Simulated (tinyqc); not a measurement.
Absorption edge of a degenerate semiconductor, band filling against gap narrowing: two steps of the calculation.

n-type, parabolic bands, full ionisation. eta = (EF - Ec)/kB T solves N = Nc F12(eta), F12(x) = (2/sqrt(pi)) int_0^infinity sqrt(u)/(1 + exp(u - x)) du. The gap shrinks rigidly by dEg = a3 y^(1/3) + a4 y^(1/4) + a2 y^(1/2), y = N/1e18 cm^-3, an empirical law that is here taken as the true narrowing.

Parameters, values chosen for the exercise; band and dielectric values close to those of indium phosphide:
- T = 300 K (temperature)
- Eg = 1.34 eV (band gap)
- Nc = 5.52e17 cm^-3 (conduction-band density of states at 300 K, from me)
- me = 0.0785 m0 (electron mass)
- mh = 0.609 m0 (hole mass)
- N = 9.4e18 cm^-3 (ionised donor density)
- a3 = 16.2 meV (coefficient of (N/1e18)^(1/3))
- a4 = 8.8 meV (coefficient of (N/1e18)^(1/4))
- a2 = 1.7 meV (coefficient of (N/1e18)^(1/2))

Constants: q = 1.602176634e-19 C, kB = 1.380649e-23 J/K, h = 6.62607015e-34 J s, c = 299792458 m/s, Vt = kB T/q. Results are converted to the units shown.

Question 1. Fermi level. Newton step on ln F12(eta) = ln(N/Nc): eta(new) = eta - ln(Nc F12/N) F12/Fm, Fm(x) = dF12/dx = (1/sqrt(pi)) int_0^infinity u^(-1/2)/(1 + exp(u - x)) du.

eta at the start (Boltzmann value) = 2.8349

Give: F12; Fm; eta after iteration 1.

Answer 1.

F12 = 4.1865
Fm = 1.7933
eta after iteration 1 = 6.1103

Question 2. The optical edge. Vertical transitions need an empty final state: the edge is taken where the state lies 4 kB T below EF, E_opt = Eg - dEg + (1 + me/mh) max(eta - 4, 0) kB T; wavelength h c/(q E_opt).

converged eta = 7.8967774

Give: dEg; EF - Ec; filling shift; E_opt; wavelength.

Answer 2.

dEg = 54.81 meV
EF - Ec = 204.1 meV
filling shift = 113.7 meV
E_opt = 1.399 eV
wavelength = 886.3 nm

The edge lies 58.9 meV above the undoped gap: filling outweighs narrowing.

Range of the model: Band tails, non-parabolic bands and incomplete ionisation are left out.

tinyqc, about 0.01 s, one thread, Intel Xeon 2.30GHz (shared host): `OMP_NUM_THREADS=1 python tinyqc.py 2330142 2330143 out.jsonl`
